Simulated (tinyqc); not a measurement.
Bandgap voltage reference from two bipolar transistors: one step of the calculation.

Two transistors of area 1 and N carry the same current I. Is(T) = Is (T/T0)^eta exp[(Vg0 q/kB)(1/T0 - 1/T)], VBE1 = Vt ln(I/Is(T)) + I rb, VBE2 = Vt ln(I/(N Is(T))) + I rb/N. The amplifier forces I R1(T) = VBE1 - VBE2 + Vos, with R(T) = R (1 + tc (T - T0)) for both resistors, and the output is Vref = VBE1 + I R2(T). Base currents and the Early effect are neglected.

Question. Resistor for zero slope at T0, ideal case. With tc = 0, Vos = 0 and rb = 0 the current is proportional to T, dVBE/dT = (VBE - Vg0 - (eta - 1) Vt)/T, and Vref has zero slope at T0 when Vref = Vg0 + (eta - 1) Vt0. Find VBE1, its slope, that Vref, R2/R1 and the curvature d2Vref/dT2 = -(eta - 1) kB/(q T0).

Values chosen for this exercise; values of the order met in silicon bipolar transistors: reference temperature T0 = 300 K; band-gap voltage extrapolated to 0 K Vg0 = 1.189 V; temperature exponent of the saturation current eta = 4; saturation current of the unit transistor at T0 Is = 2.7e-16 A; area ratio of the second transistor N = 8; resistor across which the difference of VBE falls, at T0 R1 = 2.6 kohm.

Constants: q = 1.602176634e-19 C, kB = 1.380649e-23 J/K. Results are converted to the units shown.

Find: VBE1; dVBE/dT; Vref; R2/R1; curvature.

Answer.

VBE1 = 0.64789 V
dVBE/dT = -2.0622 mV/K
Vref = 1.2666 V
R2/R1 = 11.508
curvature = -0.86173 uV/K^2

Numbers from tinyqc (`OMP_NUM_THREADS=1 python tinyqc.py 2062195 2062196 out.jsonl`; about 0.02 s on one thread of a shared Intel Xeon 2.30GHz).
